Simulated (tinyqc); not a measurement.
# Hot electrons in a saturated n-channel MOSFET, lucky-electron model: effect of the channel length

Beyond pinch-off the lateral field grows as Esat cosh(y/l) over the velocity-saturated region (pseudo-two-dimensional model). Impact ionisation in this region gives the substrate current, which biases the body forward through Rsub. Currents are per width. Local-field laws: they overstate ionisation when the field peak is narrower than an energy relaxation length.

Cox = 3.9 eps0/tox, l = sqrt(3 tox xj), Esat = 2 vs/mu. Overdrive g = Vg - VT + kb Vb; Vdsat = g Esat L/(g + Esat L); Id = Cox vs (g - Vdsat); dV = Vd - Id Rd - Vdsat; Em = sqrt((dV/l)^2 + Esat^2); Isub = Id (Ai/Bi) l Em exp(-Bi/Em). Vb = Rsub Isub is solved self-consistently. Lifetime tau = (Hl/Id)(Isub/Id)^(-m); 1 year = 3.15576e7 s.

Parameters, values chosen for the exercise; values close to those of silicon n-channel devices:
- tox = 8.7 nm (oxide thickness)
- xj = 120 nm (junction depth)
- VT = 0.43 V (threshold)
- mu = 350 cm^2/(V s) (effective mobility)
- vs = 8.1e6 cm/s (saturation velocity)
- Ai = 2e6 1/cm (ionisation prefactor)
- Bi = 1.71 MV/cm (ionisation field)
- Rd = 0 ohm um (resistance of the lightly doped drain)
- Rsub = 3900 ohm um (substrate resistance)
- kb = 0.24 (fall of VT per volt of forward body bias)
- m = 3 (lifetime exponent)
- Hl = 21000 s uA/um (lifetime constant)
- Vd = 2.8 V (drain voltage)
- Vg = 1.8 V (gate voltage)

Constants: eps0 = 8.8541878128e-14 F/cm where lengths are in cm. Results are converted to the units shown.

Effect of the channel length:

| L (um) | Id (uA/um) | Em (MV/cm) | Isub (uA/um) | Isub/Id | tau (years) |
|---|---|---|---|---|---|
| 0.17 | 282.96 | 0.41334 | 12.226 | 0.043209 | 0.029153 |
| 0.25 | 240.62 | 0.39071 | 7.7334 | 0.032140 | 0.083301 |
| 0.35 | 202.85 | 0.37035 | 4.8583 | 0.023951 | 0.23878 |
| 0.49 | 166.40 | 0.35059 | 2.9081 | 0.017476 | 0.74921 |
| 0.7 | 131.14 | 0.33138 | 1.6330 | 0.012452 | 2.6283 |
| 0.99 | 101.49 | 0.31519 | 0.92206 | 0.0090853 | 8.7435 |
| 1.4 | 76.919 | 0.30175 | 0.52547 | 0.0068314 | 27.136 |

Read the table: what changes, and by how much?

As L goes from 0.17 to 1.4 um, Em falls from 0.413 to 0.302 MV/cm, Isub falls from 12.2 to 0.525 uA/um and tau rises from 0.0292 to 27.1 years. From the first row to the last, log10(tau) changes by 3.0: 2.4 from (Isub/Id)^(-m), which holds Em and l, and 0.57 from 1/Id. For L = 0.17 to 0.25 um the saturated region takes over 60 % of L, so using the full L in Vdsat is rough.

Computed by the program tinyqc: `OMP_NUM_THREADS=1 python tinyqc.py 2550091 2550092 out.jsonl`, one thread of a shared Intel Xeon 2.30GHz, about 0.01 s for the whole run.
